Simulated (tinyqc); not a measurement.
Worked calculation: Luttinger-Kohn k.p, four valence bands. One step of it, computed by the program tinyqc.

Problem. Levels at k. Diagonalise the Hermitian matrix.

H(k) at k (eV):
```
                      3/2                  1/2                 -1/2                 -3/2
3/2              0.072192  -0.055617-0.010347i  -0.022145-0.012712i             0.000000
1/2   -0.055617+0.010347i             0.079885             0.000000  -0.022145-0.012712i
-1/2  -0.022145+0.012712i             0.000000             0.079885   0.055617+0.010347i
-3/2             0.000000  -0.022145+0.012712i   0.055617-0.010347i             0.072192
```

Give: eigenvalues.

Solution.

eigenvalues (eV): 0.0139  0.0139  0.1382  0.1382
